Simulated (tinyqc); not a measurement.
Inside a calculation. Model: hopping conduction between localised states. Computed by tinyqc, a small Python program that keeps every step. Command: `OMP_NUM_THREADS=1 python tinyqc.py 3006520 3006521 out.jsonl hop walk`. One thread of a shared host (Intel(R) Xeon(R) Processor @ 2.30GHz), about 0.01 s of CPU time with the checks. Intermediate numbers are printed to about 6 digits and carried at full precision; extremes and crossings named in words are read from the listed rows.

Energies are counted from the Fermi level. A small network shows the mechanism; the laws of an infinite system follow.

Inputs (values chosen for the exercise, for a model impurity band): localisation length xi = 1.5 nm; density of states g_0 = 2.1e+20 1/(eV cm^3); permittivity eps = 9.4; activation energy E_a to extended states = 0.1 eV; prefactor of activated conduction = 70 S/cm; prefactor of hopping = 0.039 S/cm; conductance scale G_0 = 1 microsiemens; temperature T = 120 K.

Dimension: 3D.

sites of the small network (nm, nm, meV), columns x, y, energy:
```
[[0, 2.97, -0.84],
 [2.32, 1.08, 13.14],
 [4.88, 2.89, 10.65],
 [7.02, 1.12, -13.68],
 [10.49, 1.19, 2.1],
 [13, 1.99, -0.08]]
```

Constants: k_B = 8.617333262e-05 eV/K; e^2/(4 pi eps_0) = 14.39964548 eV angstrom.

## Pair exponents

Miller-Abrahams exponent s_ij = 2 r_ij/xi + (|E_i| + |E_j| + |E_i - E_j|)/(2 k_B T); G_ij = G_0 exp(-s_ij). The diagonal is set to 0 and not used.

s_ij:
```
[[0.0000, 5.3418, 7.6187, 11.0025, 14.4709, 17.4637],
 [5.3418, 0.0000, 5.4510, 8.8605, 12.1650, 15.5700],
 [7.6187, 5.4510, 0.0000, 6.0557, 8.8458, 11.9306],
 [11.0025, 8.8605, 6.0557, 0.0000, 6.1536, 9.3802],
 [14.4709, 12.1650, 8.8458, 6.1536, 0.0000, 3.7234],
 [17.4637, 15.5700, 11.9306, 9.3802, 3.7234, 0.0000]]
```

## Kirchhoff solution

Site 1 is held at potential 1 and site 6 at 0; Kirchhoff's law sum_j G_ij (u_i - u_j) = 0 fixes the others; G = sum_j G_1j (1 - u_j). G_ij = G_0 exp(-s_ij).

potentials: [1.00000, 0.84753, 0.69360, 0.39001, 0.03534, 0.00000]

conductance G = 8.91122e-04 microsiemens

-ln(G/G_0) = 7.02303

## Critical path

Critical exponent s_c: the smallest value such that bonds with s_ij <= s_c connect site 1 with site 6.

critical exponent s_c = 6.15360

One such path is 1-2-3-4-5-6. -ln(G/G_0) = 7.02 against s_c = 6.15: several hops of similar difficulty lie in series.

## The network against temperature

Miller-Abrahams exponent s_ij = 2 r_ij/xi + (|E_i| + |E_j| + |E_i - E_j|)/(2 k_B T); G_ij = G_0 exp(-s_ij). Site 1 is held at potential 1 and site 6 at 0; Kirchhoff's law sum_j G_ij (u_i - u_j) = 0 fixes the others; G = sum_j G_1j (1 - u_j). The last column is the length of the critical bond.

Network:
```
T (K)  -ln(G/G_0)      s_c  critical hop (nm)
36        10.8004  11.2489            5.86192
54         9.0522   8.9313            2.77714
84         7.7227   7.0640            2.77714
120        7.0230   6.1536            3.47071
180        6.4983   5.6449            3.47071
300        6.0937   5.2380            3.47071
600        5.8003   4.9328            3.47071
```

-ln(G/G_0) follows s_c within 0.9. The critical hop is 5.86 nm long at the lowest T and 3.47 nm at the highest: on cooling the carrier goes farther to find a site of nearer energy, which is variable-range hopping, though in so small a sample not at every step.

## Variable-range laws

Mott: T_M = 21.2/(k_B g_0 xi^3), exponent (T_M/T)^(1/4), mean hop r = (3/8) xi times the exponent. Efros-Shklovskii: T_ES = 2.8 e^2/(4 pi eps eps_0 k_B xi), exponent (T_ES/T)^(1/2). Coulomb gap width g_0^(1/2) (e^2/(4 pi eps eps_0))^(3/2). The numerical coefficients come from percolation theory and are given.

T_M = 347112 K

T_ES = 3318.32 K

Mott exponent = 7.33368

Efros-Shklovskii exponent = 5.25858

mean hop by the Mott formula = 4.12520 nm

Coulomb gap = 27.4755 meV

The larger exponent, here Mott, is the one that limits; the two are equal at T = 31.7 K, below which the Coulomb gap rules.

## Total conductivity

sigma = s_1 exp(-E_a/k_B T) + s_2 exp(-larger of the two exponents); reduced activation energy w = d ln(sigma)/d ln(T) by a central difference of +/- 1 %.

activated part = 0.00441858 S/cm

hopping part = 2.54734e-05 S/cm

conductivity = 0.00444406 S/cm

reduced activation energy w = 9.62607

Activation to extended states carries 99 %. For sigma = s exp(-(T_0/T)^p), w = p (T_0/T)^p, so the slope of ln w against ln T gives -p.

Checks made by the program: current leaving the first site against current entering the last (relative difference below 1e-10).
